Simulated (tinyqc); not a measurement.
Small-signal admittance of a forward-biased p+-n diode: one step of the calculation.

Holes injected into a neutral base of width wb with an ohmic contact at its end; low injection, p0 far above the equilibrium density. A small voltage v exp(i w t), w = 2 pi f, modulates the edge density by p0 v/Vt, and the small-signal density obeys Dp d2p/dx2 = (1/tau + i w) p.

Task. Closed-form admittance. L = sqrt(Dp tau); direct current J = (q Dp p0/L) coth(wb/L); k = sqrt(1 + i w tau)/L; diffusion admittance Y = (q Dp p0/Vt) k coth(k wb) = G + i w C_diff; junction capacitance C_j = sqrt(q eps0 eps_r Nd/(2 Vr)) in the depletion approximation, with the remaining barrier Vr = Vt ln(Na/p0), a rough value under forward bias; base-width modulation is left out.

Parameters, values chosen for the exercise; permittivity close to that of 4H silicon carbide:
```
symbol   value    unit                                   meaning
T          300       K                               temperature
eps_r      9.7                             relative permittivity
Nd      3.3e15   cm^-3                 donor density of the base
Dp         2.3  cm^2/s                hole diffusion coefficient
tau       2e-8       s                             hole lifetime
wb         0.3      um                 width of the neutral base
p0        4e13   cm^-3  excess hole density at the junction edge
Na        2e19   cm^-3           acceptor density of the p+ side
f        2.2e8      Hz                          signal frequency
```

Constants: q = 1.602176634e-19 C, kB = 1.380649e-23 J/K, Vt = kB T/q, eps0 = 8.8541878128e-14 F/cm where lengths are in cm. Results are converted to the units shown.

Give: L; J; k wb; Y; C_diff; C_j.

Result.

L = 2.1448 um
J = 0.49453 A/cm^2
k wb = 0.52954+0.51073i
Y = 19.252+3.412i S/cm^2
C_diff = 0.0024680 uF/cm^2
C_j = 0.025870 uF/cm^2

G is 1.01 times its low-frequency value J/Vt, and C_diff is 0.0954 times C_j.

Computed by the program tinyqc: `OMP_NUM_THREADS=1 python tinyqc.py 2890152 2890153 out.jsonl`, one thread of a shared Intel Xeon 2.30GHz, about 0.01 s for the whole run.
